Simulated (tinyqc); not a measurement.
k.p values derived from sp3s* tight binding at Gamma: one step. Linear terms and the Kane energy. Three cases, with inputs chosen for the exercise.

Question. <s state|dH/dkx|x state> = i P with P = (a/4)(sa pc Vsapc + sc pa Vscpa), sa, sc and pa, pc being the parts of the two states; for s* on the anion P = (a/4) pc Vxapc, on the cation (a/4) pa Vpaxc. Ep = P^2/c for S+ to P-.

At Gamma the states are two-level mixtures: s-like S+ (upper) and S- (lower) from [[Esa, Vss], [Vss, Esc]], p-like P- (valence) and P+ from [[Epa, Vxx], [Vxx, Epc]], and the bare s* levels. With real k in 1/angstrom and kz = 0, the phase sums over the four bonds are g0 = 1 - (a k/4)^2/2, g1 = i a kx/4, g3 = -(a/4)^2 kx ky to second order. Each mixture is written (anion, cation) with the anion part positive. c = hbar^2/2m0. No spin-orbit coupling.

Constants: hbar^2/2m0 = 3.80998211 eV angstrom^2.

Case 1.

Values chosen (near a published set for GaP, fitted to gaps, whose masses and valley positions are rough; not measured data):
- a = 5.451 angstrom (lattice constant)
- Vsapc = 4.297 eV (s anion, p cation)
- Vscpa = 6.307 eV (s cation, p anion)
- Vxapc = 4.664 eV (s* anion, p cation)
- Vpaxc = 5.078 eV (p anion, s* cation)
- Exa = 8.52 eV (s* level of the anion)
- Exc = 7.18 eV (s* level of the cation)

States:

| state | E (eV) | anion part | cation part |
|---|---|---|---|
| S- | -13.207696 | 0.8264502 | 0.5630099 |
| P- | 0.012552 | 0.8868629 | -0.4620327 |
| S+ | 2.921696 | 0.5630099 | -0.8264502 |
| P+ | 5.242448 | 0.4620327 | 0.8868629 |

Case 2.

Values chosen (near a published set for GaSb, fitted to gaps, whose masses and valley positions are rough; not measured data):
- a = 6.093 angstrom (lattice constant)
- Vsapc = 4.946 eV (s anion, p cation)
- Vscpa = 4.66 eV (s cation, p anion)
- Vxapc = 5.005 eV (s* anion, p cation)
- Vpaxc = 4.237 eV (p anion, s* cation)
- Exa = 6.658 eV (s* level of the anion)
- Exc = 5.987 eV (s* level of the cation)

States:

| state | E (eV) | anion part | cation part |
|---|---|---|---|
| S- | -11.964594 | 0.7958853 | 0.6054475 |
| P- | 0.000313 | 0.8800249 | -0.4749276 |
| S+ | 0.779594 | 0.6054475 | -0.7958853 |
| P+ | 3.780687 | 0.4749276 | 0.8800249 |

Case 3.

Values chosen (near a published set for SiC, fitted to gaps, whose masses and valley positions are rough; not measured data):
- a = 4.357 angstrom (lattice constant)
- Vsapc = 9.484 eV (s anion, p cation)
- Vscpa = 9.27 eV (s cation, p anion)
- Vxapc = 8.607 eV (s* anion, p cation)
- Vpaxc = 4.37 eV (p anion, s* cation)
- Exa = 9.73 eV (s* level of the anion)
- Exc = 9.321 eV (s* level of the cation)

States:

| state | E (eV) | anion part | cation part |
|---|---|---|---|
| S- | -19.336210 | 0.7565156 | 0.6539756 |
| P- | -0.010429 | 0.8184152 | -0.5746273 |
| S+ | 5.907210 | 0.6539756 | -0.7565156 |
| P+ | 6.532429 | 0.5746273 | 0.8184152 |

Give: Couplings; Ep.

Answer.

Case 1.

Couplings:

| pair | P (eV angstrom) | E(first) - E(second) (eV) |
|---|---|---|
| S+ to P- | -7.8228 | 2.9091 |
| S+ to P+ | -0.3581 | -2.3208 |
| S- to P- | 2.0555 | -13.2202 |
| s*a to P- | -2.9366 | 8.5074 |
| s*c to P- | 6.1371 | 7.1674 |

Ep = 16.062 eV

Case 2.

Couplings:

| pair | P (eV angstrom) | E(first) - E(second) (eV) |
|---|---|---|
| S+ to P- | -7.1380 | 0.7793 |
| S+ to P+ | 1.3311 | -3.0011 |
| S- to P- | 0.9343 | -11.9649 |
| s*a to P- | -3.6208 | 6.6577 |
| s*c to P- | 5.6797 | 5.9867 |

Ep = 13.373 eV

Case 3.

Couplings:

| pair | P (eV angstrom) | E(first) - E(second) (eV) |
|---|---|---|
| S+ to P- | -10.1338 | 5.9176 |
| S+ to P+ | 1.1396 | -0.6252 |
| S- to P- | 0.9135 | -19.3258 |
| s*a to P- | -5.3872 | 9.7404 |
| s*c to P- | 3.8957 | 9.3314 |

Ep = 26.954 eV

The two terms of S+ to P- have the same sign and add: S+ and P- both change sign from anion to cation. An on-site momentum element between s and p, which real atoms have, is absent from this model.

Computed by tinyqc, one run a case: `OMP_NUM_THREADS=1 python tinyqc.py N N+1 out.jsonl` with N = 1451330, 1451411, 1451508; one thread of a shared Intel(R) Xeon(R) Processor @ 2.30GHz, about 0.01 s a run at most.
